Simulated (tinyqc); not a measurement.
Inside a calculation. Method: FCI on RHF in the 6-311g basis, for He, spin multiplicity 1. Computed by tinyqc, a small Python program that keeps every step (integrals from PySCF). Settings: charge = 0, multiplicity = 1, basis = 6-311g, method = RHF, energy threshold = 1e-10, iteration cap = 75, orthogonalisation = symmetric, start = core, DIIS depth = 6, ci = FCI. Command: `OMP_NUM_THREADS=1 python tinyqc.py 28959 28960 out.jsonl` (the two numbers bound the seeds that draw the settings). One thread of a shared host (Intel(R) Xeon(R) Processor @ 2.60GHz), about 0.06 s of CPU time with the checks. The early iterations of the SCF are left out here.

## One-electron integrals

Geometry (angstrom):
```
atom       x       y       z
He    0.0000  0.0000  0.0000
```

Basis 6-311g: exponents (1/bohr^2) and contraction coefficients of normalised primitives:
```
element  l (shell)  exponent  coefficient
He           s (1)   98.1243       0.0287
He           s (1)   14.7689       0.2081
He           s (1)    3.3188       0.8376
He           s (2)    0.8740       1.0000
He           s (3)    0.2446       1.0000
```

Overlap, kinetic and nuclear-attraction integrals over the contracted functions; the nuclear repulsion is the sum of Za Zb / Rab.

nuclear repulsion = 0 hartree

overlap S, lower triangle:
```
        1He 1s  1He 2s  1He 3s
1He 1s  1.0000
1He 2s  0.6805  1.0000
1He 3s  0.3286  0.7516  1.0000
```

kinetic energy T (hartree), lower triangle:
```
        1He 1s  1He 2s  1He 3s
1He 1s  6.8571
1He 2s  1.4395  1.3111
1He 3s  0.2256  0.4309  0.3668
```

nuclear attraction V (hartree), lower triangle:
```
         1He 1s   1He 2s   1He 3s
1He 1s  -7.3063
1He 2s  -3.4648  -2.9838
1He 3s  -1.5351  -1.7939  -1.5783
```

core Hamiltonian H = T + V (hartree), lower triangle:
```
         1He 1s   1He 2s   1He 3s
1He 1s  -0.4492
1He 2s  -2.0254  -1.6727
1He 3s  -1.3095  -1.3630  -1.2115
```

## Two-electron integrals

Functions are numbered as in S; the eight-fold symmetry (ij|kl) = (ji|kl) = (kl|ij) leaves the list below.

Two-electron integrals (ij|kl) in chemists' order, unique and non-zero (hartree):
```
(11|11) 2.3951   (21|11) 1.3473   (21|21) 0.7987   (22|11) 1.3584
(22|21) 0.8638   (22|22) 1.0549   (31|11) 0.6141   (31|21) 0.3686
(31|22) 0.4068   (31|31) 0.1707   (32|11) 0.8427   (32|21) 0.5470
(32|22) 0.7004   (32|31) 0.2594   (32|32) 0.4767   (33|11) 0.7670
(33|21) 0.5102   (33|22) 0.6976   (33|31) 0.2442   (33|32) 0.4947
(33|33) 0.5580
```

## Orthogonalisation

S = U s U^T; symmetric (Loewdin) form X = U s^(-1/2) U^T, so that X^T S X = 1.

eigenvalues of S: 0.1357  0.6734  2.1908

X, lower triangle:
```
         1He 1s   1He 2s  1He 3s
1He 1s   1.3166
1He 2s  -0.6459   1.8555
1He 3s   0.1507  -0.7714  1.4367
```

## Iteration 6 (converged): orbitals

converged F (hartree), lower triangle:
```
         1He 1s   1He 2s   1He 3s
1He 1s   1.3735
1He 2s  -1.2062  -0.5945
1He 3s  -1.1058  -0.6984  -0.3719
```

Diagonalise F' = X^T F X, C = X C', fill 1 alpha and 1 beta electrons from the bottom; D = 2 C_occ C_occ^T. Each column has its largest component positive (the first on a tie).

F' = X^T F X (hartree), lower triangle:
```
         1        2       3
1   3.8730
2  -3.1748   2.0937
3  -0.1493  -0.9315  0.2594
```

orbital energies (hartree): MO1 -0.9169, MO2 0.8294, MO3 6.3135

coefficients C:
```
           MO1      MO2      MO3
1He 1s  0.2636  -0.1380  -1.4439
1He 2s  0.4875  -1.1540   1.6988
1He 3s  0.3974   1.4279  -0.6963
```

D after iteration 6, lower triangle:
```
        1He 1s  1He 2s  1He 3s
1He 1s  0.1389
1He 2s  0.2570  0.4753
1He 3s  0.2095  0.3875  0.3159
```

## Convergence

Stop when the energy changes by less than 1e-10 hartree and every element of the error matrix X^T (F D S - S D F) X is below 3e-06.

Course of the cycle:
```
iteration  E (hartree)     change  largest element of the error matrix
1            -2.749926          -                             5.30e-01
2            -2.858570  -1.09e-01                             4.98e-02
3            -2.859884  -1.31e-03                             6.44e-03
4            -2.859895  -1.19e-05                             5.33e-05
5            -2.859895  -1.75e-09                             1.90e-07
6            -2.859895  -1.64e-14                             9.48e-08
```

PySCF RHF in the same basis = -2.859895 hartree

Converged in 6 iterations.

## Integrals over molecular orbitals

(pq|rs) = sum C_ip C_jq C_kr C_ls (ij|kl), one index at a time.

one-electron integrals over orbitals h = C^T H C (hartree), lower triangle:
```
         1        2       3
1  -1.9430
2   0.2773  -0.3432
3   0.1739  -0.3334  4.1761
```

Two-electron integrals over orbitals (pq|rs), unique and non-zero (hartree):
```
(11|11) 1.0262    (21|11) -0.2773   (21|21) 0.1465    (22|11) 0.6596
(22|21) -0.1136   (22|22) 0.5066    (31|11) -0.1739   (31|21) 0.1256
(31|22) -0.0788   (31|31) 0.2165    (32|11) 0.2295    (32|21) -0.1209
(32|22) 0.1027    (32|31) -0.1487   (32|32) 0.1276    (33|11) 1.1770
(33|21) -0.3810   (33|22) 0.7273    (33|31) -0.3867   (33|32) 0.3807
(33|33) 1.6000
```

## FCI: determinants and Hamiltonian

Hartree-Fock energy = -2.859895 hartree

Slater-Condon rules over spin orbitals, with the nuclear repulsion added and E(HF) subtracted on the diagonal. Only determinants linked to the reference directly or through others are kept (one block of an abelian symmetry group), so some states are absent.

Occupation strings over the orbitals (2 doubly, a alpha, b beta, 0 empty; spin orbitals ordered 1a 1b 2a 2b ...): 200 ab0 a0b ba0 b0a 020 0ab 0ba 002

H - E(HF) between determinants (hartree), lower triangle:
```
         200      ab0      a0b      ba0      b0a      020      0ab      0ba
200   0.0000
ab0   0.0000   1.2333
a0b   0.0000  -0.1039   6.2700
ba0   0.0000  -0.1465  -0.1256   1.2333
b0a   0.0000  -0.1256  -0.2165  -0.1039   6.2700
020   0.1465   0.1637  -0.1209  -0.1637   0.1209   2.6801
0ab   0.1256  -0.1209  -0.1037  -0.0951   0.1487  -0.2307   7.4201
0ba  -0.1256  -0.0951   0.1487  -0.1209  -0.1037   0.2307  -0.1276   7.4201
002   0.2165  -0.1487  -0.2128   0.1487   0.2128   0.1276   0.0473  -0.0473

         002
002  12.8121
```

## FCI: roots

Diagonalise (each vector has its largest component positive (the first on a tie)); all determinants have Ms = 0, so triplets appear too. The lowest singlet root is the correlation energy.

lowest roots of this matrix, relative to E(HF) (hartree): -0.0165  1.0688  1.3350  2.6977  6.0616  6.4316  7.3023  7.6216

lowest vectors:
```
      root 1  root 2   root 3   root 4
200   0.9979  0.0000  -0.0163   0.0569
ab0   0.0047  0.7060   0.6963   0.1223
a0b  -0.0023  0.0323  -0.0063   0.0332
ba0  -0.0047  0.7060  -0.6963  -0.1223
b0a   0.0023  0.0323   0.0063  -0.0332
020  -0.0574  0.0000  -0.1720   0.9798
0ab  -0.0183  0.0243  -0.0036   0.0476
0ba   0.0183  0.0243   0.0036  -0.0476
002  -0.0161  0.0000   0.0201  -0.0090
```

<S^2> of these roots: 0.0000  2.0000  0.0000  0.0000  2.0000  0.0000  2.0000  0.0000

weight of the ground state by excitation level 0, 1, 2, ...: 0.9957  0.0001  0.0042
